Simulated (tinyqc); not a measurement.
Opening the gap, as alloying or pressure does: deep trap from a strong local potential in a two-band host (Koster-Slater model with semi-elliptic bands). Computed by tinyqc, a small Python program. Command: `OMP_NUM_THREADS=1 python tinyqc.py 3021838 3021839 out.jsonl deeptrap walk`. One thread of a shared host (Intel(R) Xeon(R) Processor @ 2.30GHz), about 0.04 s of CPU time with the checks.

The valence band spans -2 W_v to 0 and the conduction band E_g to E_g + 2 W_c. The orbital at the impurity site has weight f_v in the valence band and 1 - f_v in the conduction band, each spread as a semi-ellipse (2/(pi W^2)) sqrt(W^2 - x^2) about the band centre. The impurity adds U to this orbital. Spin is left out.

Inputs (values chosen for the exercise, with a gap close to that of GaP):
```
quantity                                value  unit
gap E_g                                  2.26    eV
half-width of the valence band W_v        3.1    eV
half-width of the conduction band W_c     5.7    eV
valence weight f_v of the site orbital   0.59     -
impurity potential U                     5.14    eV
```

Impurity: repulsive, acceptor-like.

Method:
- In the gap G(E) = f_v (2/W_v^2)[x - sqrt(x^2 - W_v^2)] - (1 - f_v)(2/W_c^2)[y - sqrt(y^2 - W_c^2)], x = E + W_v, y = E_g + W_c - E.
- The trap level solves G(E) = 1/U (bisection). With D = -dG/dE = D_v + D_c, D_v = f_v (2/W_v^2)[x/sqrt(x^2 - W_v^2) - 1] and D_c = (1 - f_v)(2/W_c^2)[y/sqrt(y^2 - W_c^2) - 1], the weight on the impurity orbital is 1/(U^2 D) and the conduction-band character is D_c/D.
- The conduction band is shifted rigidly; widths, weights and U stay.

Against the gap:
```
E_g (eV)  E_t (eV)  depth below E_c (eV)  conduction character
1.13       0.16324                0.9668              0.079732
1.47       0.18863                1.2814              0.070094
1.81       0.21116                1.5988              0.062730
2.03       0.22452                1.8055              0.058769
2.26       0.23760                2.0224              0.055131
2.60       0.25554                2.3445              0.050485
2.94       0.27201                2.6680              0.046520
3.62       0.30136                3.3186              0.040069
```

What does the comparison show, and why?

As the conduction band moves up by 2.490 eV the level follows by 0.138 eV, a mean slope of 0.06; the local slope is the conduction character. A shallow donor would follow with slope 1 and a shallow acceptor with slope 0.
